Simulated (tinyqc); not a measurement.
Changing the lifetime tau: Haynes-Shockley experiment: drift, diffusion and decay of a minority-carrier pulse. Computed by tinyqc, a small Python program. Command: `OMP_NUM_THREADS=1 python tinyqc.py 3110225 3110226 out.jsonl haynes sweep`. One thread of a shared host (Intel(R) Xeon(R) Processor @ 2.30GHz), about 0.02 s of CPU time with the checks.

A thin sheet of excess carriers is made at x = 0, t = 0 in a long uniform bar; injection is low, so the pulse moves with the minority mobility.

Inputs (values chosen for the exercise, modelled on electrons in p-type silicon in a lightly doped bar):
```
quantity,value,unit
minority mobility mu,1350,cm^2/(V s)
temperature T,300,K
field F,25,V/cm
distance d to the collector,0.83,cm
injected sheet density N0,1.4e+09,1/cm^2
```

Constants: k_B = 8.617333262e-05 eV/K.

Method:
- D = mu k_B T/e, v = mu F.
- Transit time d/v, diffusion length sqrt(D tau), drift length v tau, Peclet number v d/D = e F d/(k_B T).
- dn(x, t) = N0/sqrt(4 pi D t) exp(-(x - v t)^2/(4 D t) - t/tau).
- At fixed x the signal peaks where d ln(dn)/dt = 0: a t^2 + t/2 - x^2/(4 D) = 0 with a = v^2/(4 D) + 1/tau.
- The full width at half maximum is found by solving dn(x, t) = peak/2 on both sides of the peak.
- With w the full width at half maximum: mu = d/(F t_p); D = (w d)^2/(16 ln2 t_p^3); Einstein ratio D/mu against k_B T/e.

One run for each value:
```
lifetime tau (microsecond),peak density (1/cm^3),time of the peak t_p (microsecond),error of mu (%),error of D (%)
15,2.631e+09,24.46,0.5324,0.2103
30,5.952e+09,24.51,0.3287,0.2108
60,8.957e+09,24.54,0.2267,0.2110
240,1.217e+10,24.56,0.1502,0.2111
470,1.280e+10,24.56,0.1377,0.2112
920,1.313e+10,24.56,0.1313,0.2112
1800,1.330e+10,24.56,0.1281,0.2112
```

Give the missing row, lifetime tau (microsecond) = 120.

Computed row:
```
lifetime tau (microsecond)  peak density (1/cm^3)  time of the peak t_p (microsecond)  error of mu (%)  error of D (%)
120                                     1.099e+10                               24.55           0.1757          0.2111
```

Interpolating between the two neighbouring rows (the first column on a logarithmic scale, the others too where they are positive) misses by up to 5.0 %. Over the rows, peak density (1/cm^3) rises from 2.63e9 to 1.33e10 (exponent d ln y / d ln x 1.2 between the first rows and 0.019 between the last); time of the peak t_p (microsecond) rises from 24.46 to 24.56; error of mu (%) falls from 0.532 to 0.128 (exponent d ln y / d ln x -0.70 between the first rows and -0.037 between the last). With a long lifetime the error of mu tends to the part from spreading alone; in the last row it is 0.128 %.

Extremes, crossings and ranges named in words are read from the listed rows.
